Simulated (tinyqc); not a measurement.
From results back to parameters: overlap of hydrogenic dopants: pairs, impurity band and the Mott density. Two cases, with inputs chosen for the exercise.

Problem. Ry* = Ry m/eps^2, aB = a0 eps/m, and the Mott density is (0.26/aB)^3 (1/angstrom^3 = 1e24/cm^3). Binding energy and critical density come from a hidden mass and dielectric constant.

Constants: Ry = 13.60569312 eV; a0 (Bohr radius) = 0.5291772105 angstrom.

Case 1.

binding energy = 30.33411 meV
critical density = 1.091772e+18 1/cm^3

Case 2.

binding energy = 28.99952 meV
critical density = 1.701537e+18 1/cm^3

Find: aB; eps; m.

Solution. aB = 0.26/n^(1/3); the product Ry* aB = Ry a0/eps gives eps, and m = a0 eps/aB.

Case 1.

aB = 25.25 angstrom
eps = 9.40
m = 0.197 m0

Case 2.

aB = 21.78 angstrom
eps = 11.40
m = 0.277 m0

Computed by tinyqc, one run a case: `OMP_NUM_THREADS=1 python tinyqc.py N N+1 out.jsonl` with N = 1451435, 1451437; one thread of a shared Intel(R) Xeon(R) Processor @ 2.30GHz, about 0.01 s a run at most.
